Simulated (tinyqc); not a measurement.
Inside a calculation: ellipsoidal valleys in the axes of a wafer and a channel. Values are carried at full precision from step to step, so a last printed digit may differ when a step is redone from the rounded ones.

Valleys with axes a along x, y and z, two valleys each; inverse mass tensor w = 1/mt + (1/ml - 1/mt) a a. Device axes: z = nz/|nz|, x = nx/|nx|, y = z cross x; in them a = (ax, ay, az). Confinement mass mz = 1/w_zz. In the plane w_ij is replaced by u_ij = w_ij - w_iz w_jz/w_zz (i, j = x, y); density-of-states mass md = 1/sqrt(det u); conductivity mass along x mc = 1/u_xx; ballistic transport mass mx = u_yy/det u, width mass my = 1/u_yy.

Constants: hbar^2/2m0 = 3.80998211 eV angstrom^2; kB = 8.617333262e-05 eV/K.

Values chosen for the exercise (near those of the Delta valleys of Si; not measured data): ml = 0.885 m0 (longitudinal mass); mt = 0.188 m0 (transverse mass); nz = (1, 1, 1) (surface normal (confinement)); nx = (1, -1, 0) (channel direction); t = 5.2 nm (thickness of the film); T = 77 K (temperature).

## Device axes and valley axes

Give the rows x, y, z in cubic components and each valley axis in device components.

device axes:
```
    [100]    [010]    [001]
x  0.7071  -0.7071   0.0000
y  0.4082   0.4082  -0.8165
z  0.5774   0.5774   0.5774
```

valley axes:
```
        ax       ay      az
x   0.7071   0.4082  0.5774
y  -0.7071   0.4082  0.5774
z   0.0000  -0.8165  0.5774
```

## Tensors of the valley x

Form w and the reduced tensor u.

w (1/m0):
```
         x        y        z
x   3.2245  -1.2093  -1.7102
y  -1.2093   4.6209  -0.9874
z  -1.7102  -0.9874   3.9227
```

u (1/m0):
```
         x        y
x   2.4789  -1.6398
y  -1.6398   4.3724
```

The axis is tilted against the normal, so w_xz or w_yz is not zero and the reduction changes the masses in the plane.

## Masses of all valleys

Give mz, md, mc, mx and my.

Masses (m0):

| valley | mz | md | mc | mx | my |
|---|---|---|---|---|---|
| x | 0.2549 | 0.3503 | 0.4034 | 0.5365 | 0.2287 |
| y | 0.2549 | 0.3503 | 0.4034 | 0.5365 | 0.2287 |
| z | 0.2549 | 0.3503 | 0.1880 | 0.1880 | 0.6527 |

mz md^2 = ml mt^2 = 0.03128 for every valley, so a heavy confinement mass comes with a small density of states. On this face all axes make the same angle with the normal.

## Subbands and shares in a film

Hard walls: E_n = c (n pi/t)^2/mz, c = hbar^2/2m0, n = 1, 2, 3. Non-degenerate share of a valley proportional to md sum_n exp(-E_n/kT); mean 1/mc = sum of share/mc. 1 nm = 10 angstrom.

Give the ladders, the shares and the mean conductivity mass.

Subbands:

| valley | E1 (meV) | E2 (meV) | E3 (meV) | share |
|---|---|---|---|---|
| x | 54.6 | 218.2 | 491.0 | 0.333 |
| y | 54.6 | 218.2 | 491.0 | 0.333 |
| z | 54.6 | 218.2 | 491.0 | 0.333 |

mean mc = 0.2919 m0

The lowest ladder (x, y and z) holds 100 % of the electrons in these valleys: all valleys have the same mz and md on this face, though not always the same mc.

## Checks

- mz md^2 against ml mt^2: they agree to 1e-10 or better.
- mx my against md^2: they agree to 1e-10 or better.

(tinyqc, `OMP_NUM_THREADS=1 python tinyqc.py 1851240 1851241 out.jsonl`, Intel(R) Xeon(R) Processor @ 2.30GHz, 1 thread, shared host, about 0.01 s.)
